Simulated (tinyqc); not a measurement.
CMOS inverter, nodal equation and switching: two steps of the calculation.

An n-channel pull-down (bn, VTn) and a p-channel pull-up (bp, VTp) share the input Vin and the output node Vout, which carries the load C. Transistor (EKV form, voltages against the body): I = 2 n b Vt^2 [F(vp - Vs) - F(vp - Vd)] from drain to source, F(v) = ln^2(1 + exp(v/(2 Vt))), vp = (Vg - VT + sg |Vd - Vs|)/n. n-channel bodies are at 0; for the p-channel device all voltages are counted down from Vdd. b in uA/V^2 gives I in uA. Static: In = Ip. Transient: C dVout/dt = Ip - In. No velocity saturation, no gate capacitance beyond C.

Inputs (values chosen for the exercise): temperature T = 300 K; supply voltage Vdd = 0.6 V; slope factor n = 1.17; drain-induced barrier lowering sg = 0.102; n-channel threshold VTn = 0.37 V; p-channel threshold (magnitude) VTp = 0.42 V; gain factor of the pull-down transistor bn = 310 uA/V^2; gain factor of the pull-up transistor bp = 310 uA/V^2; input voltage Vin = 0.32 V.

Constants: q = 1.602176634e-19 C, kB = 1.380649e-23 J/K, Vt = kB T/q. Results are converted to the units shown.

Task 1. Output voltage by Newton steps. f = In - Ip at (Vin, Vout); G = df/dVout by a central difference with +/- 1e-6 V; Vout(new) = Vout - f/G, the step limited to +/- 0.1 V.

Vout after iteration 1 = 0.2 V

Give: In; Ip; G; Vout after iteration 2.

Result 1.

In = 0.1108 uA
Ip = 0.01524 uA
G = 0.3469 uS
Vout after iteration 2 = 0.1000 V

Task 2. Transfer curve. For each Vin solve In = Ip; gain = dVout/dVin.

```
point,Vin (V)
0,0
1,0.06
2,0.12
3,0.18
4,0.24
5,0.3
6,0.36
7,0.42
8,0.48
9,0.54
10,0.6
```

Give: Vout; supply current; gain.

Result 2.

```
point,Vout (V),supply current (uA),gain
0,0.6000,1.775e-5,0.000
1,0.6000,1.277e-4,0.000
2,0.5999,9.033e-4,-0.002
3,0.5991,0.006104,-0.049
4,0.5692,0.03425,-2.277
5,0.0699,0.04074,-6.196
6,0.0016,0.008317,-0.085
7,0.0001,0.001248,-0.004
8,0.0000,1.772e-4,0.000
9,0.0000,2.467e-5,0.000
10,0.0000,3.409e-6,0.000
```

The switching point Vin = Vout lies at 0.2773 V, with a gain of -9.80.

Program tinyqc, `OMP_NUM_THREADS=1 python tinyqc.py 2340159 2340160 out.jsonl`; Intel Xeon 2.30GHz, shared host, one thread, about 0.05 s.
